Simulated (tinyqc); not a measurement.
Strain, valley repopulation and piezoresistance in a many-valley conduction band: one step, computed by the program tinyqc. Command: `OMP_NUM_THREADS=1 python tinyqc.py 3004281 3004282 out.jsonl valleys walk`. One thread of a shared host (Intel(R) Xeon(R) Processor @ 2.30GHz), about 0.03 s of CPU time with the checks.

Valleys are ellipsoids with mass m_l along the axis a and m_t across it, parabolic, with one constant relaxation time; strain shifts the valleys and leaves the masses alone. Currents are taken along [111], along the load, and along [1-10], across the load.

Task: Valley shifts. Herring-Vogt shift of a valley with unit axis a: dE = Xi_d tr(e) + Xi_u a.e.a.

Inputs (values chosen for the exercise, modelled on germanium): shear deformation potential Xi_u = 16.7 eV; dilation deformation potential Xi_d = -4.5 eV.

Valley axes: <111> (4 valleys). Load: uniaxial [111].

strain tensor (%):
```
            x           y           z
x  -0.0653013  -0.1096163  -0.1096163
y  -0.1096163  -0.0653013  -0.1096163
z  -0.1096163  -0.1096163  -0.0653013
```

Constants: k_B = 8.617333262e-05 eV/K.

Give: shifts dE; splitting (highest minus lowest).

Result:

shifts dE (meV): [111] -38.701, [-111] 10.114, [1-11] 10.114, [11-1] 10.114

splitting (highest minus lowest) = 48.816 meV
